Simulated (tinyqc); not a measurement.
From results back to parameters: carrier statistics of a doped semiconductor with parabolic bands. Two cases, with inputs chosen for the exercise.

Problem. ni^2 = C^2 (T/300 K)^3 exp(-Eg(T)/kB T) with Eg(T) = Eg0 - al T^2/(T + be). Two intrinsic densities were computed from hidden Eg0 and C = sqrt(Nc Nv) at 300 K.

Constants: kB = 8.617333262e-05 eV/K.

Case 1.

Values chosen (near those of GaP; the results hold for these values, not for the real material):
- al = 0.00056 eV/K (Varshni alpha)
- be = 373 K (Varshni beta)
- T1 = 260 K
- T2 = 530 K

ni(T1) = 0.00289303 1/cm^3
ni(T2) = 3.79548e+09 1/cm^3

Case 2.

Values chosen (near those of InAs; the results hold for these values, not for the real material):
- al = 0.000276 eV/K (Varshni alpha)
- be = 91 K (Varshni beta)
- T1 = 280 K
- T2 = 500 K

ni(T1) = 4.21913e+14 1/cm^3
ni(T2) = 5.35523e+16 1/cm^3

Find: Eg0; C.

Solution. y(T) = 2 ln ni - 3 ln(T/300) - al T/((T + be) kB) equals 2 ln C - Eg0/(kB T), a straight line in 1/T; two points give slope and intercept.

Case 1.

Eg0 = 2.310 eV
C = 2.31e+19 1/cm^3

Case 2.

Eg0 = 0.420 eV
C = 8.38e+17 1/cm^3

Computed by tinyqc, one run a case: `OMP_NUM_THREADS=1 python tinyqc.py N N+1 out.jsonl` with N = 1651365, 1651559; one thread of a shared Intel(R) Xeon(R) Processor @ 2.30GHz, about 0.01 s a run at most.
